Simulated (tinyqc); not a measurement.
Strained Delta valleys, repopulation and conductivity mass: one step of the calculation.

A cubic crystal with three pairs of conduction valleys along x, y and z under uniaxial stress X along [110] (X > 0 is tension); current along [110]. Non-degenerate electrons, fixed total density, one relaxation time for all valleys and stresses, masses unchanged by strain, so the mobility goes as the mean inverse mass.

Question. Valley shifts and shares. Valley shift dE = Xu (n.e.n - trace(e)/3) with n the valley axis; share f proportional to exp(-dE/Vt).

Inputs (values chosen for the exercise):
- T = 300 K (temperature)
- Xu = 9.31 eV (shear deformation potential)

Constants: q = 1.602176634e-19 C, kB = 1.380649e-23 J/K, Vt = kB T/q. Results are converted to the units shown.

strain (%):
```
              x             y            z
x  -0.069550000  -0.083850000  0.000000000
y  -0.083850000  -0.069550000  0.000000000
z   0.000000000   0.000000000  0.054860000
```

Find: dE; share f.

Answer.

```
valley  dE (meV)  share f
x         -3.861   0.3789
y         -3.861   0.3789
z          7.722   0.2421
```

The splitting is 11.6 meV, 0.45 Vt.

Range of the model: Shear strain also changes the transverse masses of these valleys, which is left out.

Program tinyqc, `OMP_NUM_THREADS=1 python tinyqc.py 2530087 2530088 out.jsonl`; Intel Xeon 2.30GHz, shared host, one thread, about 0.01 s.
